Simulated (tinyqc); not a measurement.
# Worked calculation: transfer-length model of a contact

tinyqc, about 0.01 s, one thread, Intel Xeon 2.30GHz (shared host): `OMP_NUM_THREADS=1 python tinyqc.py 2760029 2760030 out.jsonl` Printed values are rounded.

A metal contact of length d and width W on a thin layer of the same width. The metal has no resistance, the sheet resistance under it equals Rsh, and current enters the layer at the front edge x = 0.

Inputs (values chosen for the exercise):
- d = 0.099 um (contact length)
- W = 2.4 um (contact width)

## Straight-line fit

```
gap  L (um)  R_T (ohm)
1      0.15     26.098
2      0.23     30.403
3      0.34     36.691
4      0.51     44.965
5      0.76     59.419
6       1.1     77.055
```

Pairs of such contacts at gaps L have R_T = Rsh L/W + 2 Rc. The values of R_T were made from Rsh and rc with a random scatter of 1 % and are treated as data. Least squares: slope = sum (L - mean L)(R_T - mean R_T)/sum (L - mean L)^2, intercept = mean R_T - slope mean L. Rsh = slope W, Rc = intercept/2, and A = Rc/slope is half the distance from the origin to the zero of the line.

slope = 53.7552 ohm/um
intercept = 18.0879 ohm
Rsh = 129.013 ohm/sq
Rc = 9.04394 ohm
A = 0.168243 um

## Iteration 1: transfer length

Lt at the start = 0.168243 um

A = Lt coth(d/Lt) is solved for Lt, starting from Lt = A. Lt(new) = A tanh(d/Lt).

Lt after iteration 1 = 0.0889616 um

## Iteration 2: transfer length

As before.

Lt after iteration 2 = 0.135446 um

## Course of the iteration

Stop when Lt changes by less than 1e-9 of itself, or after 40 iterations.

Course of the iteration:
```
iteration    Lt (um)  relative change
1          0.0889616            0.471
2           0.135446            0.523
3           0.104921            0.225
4           0.123971            0.182
5           0.111585           0.0999
6           0.119455           0.0705
7           0.114373           0.0425
8           0.117623           0.0284
9           0.115532           0.0178
...              ...              ...
32          0.116347          6.72e-7
33          0.116347          4.32e-7
34          0.116347          2.77e-7
35          0.116347          1.78e-7
36          0.116347          1.14e-7
37          0.116347          7.33e-8
38          0.116347          4.71e-8
39          0.116347          3.02e-8
40          0.116347          1.94e-8
```

Not converged within 40 iterations: the values swing above and below the root and close in slowly. The plain step multiplies the error by -2x/sinh(2x) = -0.64 with x = d/Lt = 0.85, which nears -1 for a contact short against Lt. A rerun with Newton steps converges in 5 iterations, to 0.11635 um.
